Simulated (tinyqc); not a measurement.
# Permittivity of the insulator from five potentials

Inverse problem. A node lies on a semiconductor-insulator interface. Steps: hs = tb/1 down into the semiconductor, ho = tox/1 up into the insulator, hy = L/4 sideways. The flux balance of its box reads eox (hy/ho)(above - node) + eps_r (hy/hs)(below - node) + [(eps_r hs + eox ho)/(2 hy)](left + right - 2 node) - q Na (hs/2) hy/eps0 = 0. Find eox.

Parameters, values chosen for the exercise; semiconductor permittivity close to that of silicon:

| symbol | value | unit | meaning |
|---|---|---|---|
| eps_r | 11.7 |  | relative permittivity of the semiconductor |
| tb | 5 | nm | body thickness |
| tox | 3.3 | nm | insulator thickness |
| L | 33 | nm | channel length |
| Na | 0 | cm^-3 | acceptor density of the depleted body |

Constants: q = 1.602176634e-19 C, eps0 = 8.8541878128e-14 F/cm where lengths are in cm. Results are converted to the units shown.

psi (V): node 0.081424101, above 0.04, below 0.12940780, left 0.11802087, right 0.21498756

Answer. The balance is linear in eox.

eox = 22.00

Numbers from tinyqc (`OMP_NUM_THREADS=1 python tinyqc.py 2480004 2480005 out.jsonl`; about 0.1 s on one thread of a shared Intel Xeon 2.30GHz).
